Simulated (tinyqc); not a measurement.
# Intrinsic and extrinsic failures together

All devices wear out with slope 3.8 and scale t63; the share 0.02 also has a flaw with slope 0.59 and scale 0.1 t63: 1 - F = exp(-(t/t63)^3.8) [1 - 0.02 + 0.02 exp(-(t/(0.1 t63))^0.59)]. W = ln(-ln(1 - F)); the local slope is dW/d ln t.

Values chosen for this exercise:
```
symbol  value  unit                                  meaning
t63      2100     s  characteristic time of a test capacitor
```

Intrinsic and extrinsic failures together:
```
t (s)         F       W  local slope  F of wear-out alone
0.022  8.953e-5  -9.321       0.5887            1.193e-19
0.084  1.968e-4  -8.533       0.5871            1.940e-17
0.32   4.308e-4  -7.750       0.5837            3.127e-15
1.2    9.276e-4  -6.982       0.5764            4.747e-13
4.5    0.001968  -6.230       0.5605            7.207e-11
17     0.004060  -5.504       0.5267             1.125e-8
65     0.007879  -4.840       0.4572             1.839e-6
250     0.01370  -4.283       0.4019             3.074e-4
930     0.06165  -2.755        2.744              0.04426
3500     0.9991   1.944        3.789               0.9991
```

The local slope goes from 0.589 through a minimum of 0.402 (at t = 250 s among the rows listed) to 3.79. At early times the flawed share sets F, 7.50e14 times the wear-out value in the first row, so a line fitted to the steep upper part says nothing about low percentiles.

tinyqc, about 0.01 s, one thread, Intel Xeon 2.30GHz (shared host): `OMP_NUM_THREADS=1 python tinyqc.py 2070081 2070082 out.jsonl`
